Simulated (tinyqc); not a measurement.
Worked calculation: thin-film optics by transfer matrices. Values are carried at full precision from step to step, so a last printed digit may differ when a step is redone from the rounded ones.

Indices N = n + i k. Snell: N0 sin(theta) = N_j sin(theta_j), with Im(N_j cos theta_j) >= 0. Admittance y_j = N_j cos theta_j for s and N_j/cos theta_j for p. Phase delta_j = 2 pi N_j cos theta_j d_j/lambda. Layer matrix [[cos delta, -i sin delta/y], [-i y sin delta, cos delta]], multiplied from the top down to M. (B, C) = M (1, y_sub); r = (y0 B - C)/(y0 B + C), R = |r|^2, T = 4 Re y0 Re y_sub/|y0 B + C|^2, absorbed in the films 1 - R - T.

Parameters, chosen for this exercise (indices near those of Si3N4 on Si; shifted at random, so the results belong to these values and not to a real crystal): lam = 193 nm (vacuum wavelength); n0 = 1 (ambient index); n = (2.661, 0.876) (n of Si3N4, substrate); k = (0.262, 2.883) (k in the same order); d = (10.1) nm (thicknesses, top first); theta = 70 degrees (angle of incidence); pol = s (polarisation).

## Angles, admittances and phases

Form cos theta_j, y_j and delta_j.

cos theta_j: ambient 0.3420, film 1 0.9376+0.0128i, substrate 1.0399+0.0260i

y_j: ambient 0.3420, film 1 2.4915+0.2798i, substrate 0.8360+3.0210i

delta_j (rad): film 1 0.8192+0.0920i

## Layer matrices and their product

Form each matrix and multiply from the top down.

M:
```
                1                2
1  0.6857-0.0673i  -0.0077-0.2936i
2  0.3621-1.8104i   0.6857-0.0673i
```

Each matrix has determinant 1, and so has M.

## Reflection and transmission

Close the stack on the substrate.

B, C: 1.5662-0.3361i  1.1386+0.2047i

r = -0.3693-0.1711i
R = 0.1657
T into the substrate = 0.4068
absorbed in the films = 0.4275

The bare substrate would reflect 0.8912.

## Ellipsometric angles

Ellipsometry: rho = tan(Psi) exp(i Delta) = -conj(r_p/r_s) with the r of the admittance formula, Delta in 0 to 360 degrees, so that a bare dielectric at small angles gives Delta = 180.

Repeat the steps for both polarisations.

r_s = -0.3693-0.1711i
r_p = 0.5562-0.0017i
Psi = 53.81 degrees
Delta = 25.04 degrees

## Checks

- R against the recursion of Airy sums from the substrate up: both 0.16566.

(tinyqc, `OMP_NUM_THREADS=1 python tinyqc.py 1650173 1650174 out.jsonl`, Intel(R) Xeon(R) Processor @ 2.30GHz, 1 thread, shared host, about 0.01 s.)
